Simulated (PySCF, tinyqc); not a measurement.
Inside a calculation. Method: CIS on RHF in the sto-6g basis, for H3-, spin multiplicity 1. The basis has no diffuse functions, so it cannot describe the extra electron: this is an exercise in the method, not the real anion. The lowest restricted solution is unstable here: a spin-polarised one lies 0.1670 hartree lower (PySCF). One step of it, computed by the program tinyqc.

Question. CIS matrix, triplets. A(ia,jb) = (e_a - e_i) d_ij d_ab - (ij|ab).

orbital energies (hartree): MO1 -0.137790, MO2 0.575421, MO3 0.826066

Two-electron integrals over orbitals (pq|rs), unique and non-zero (hartree):
```
p,q,r,s,(pq|rs)
1,1,1,1,0.586850
2,1,1,1,-0.030762
2,1,2,1,0.110184
2,2,1,1,0.528380
2,2,2,1,0.114577
2,2,2,2,0.707797
3,1,3,1,0.169703
3,2,3,1,-0.084247
3,2,3,2,0.051676
3,3,1,1,0.587930
3,3,2,1,-0.084201
3,3,2,2,0.469383
3,3,3,3,0.648357
```

Give: CIS matrix A, triplet.

Answer.

CIS matrix A, triplet (hartree):
```
,1>3,2>3
1>3,0.3759,0.0842
2>3,0.0842,-0.2187
```
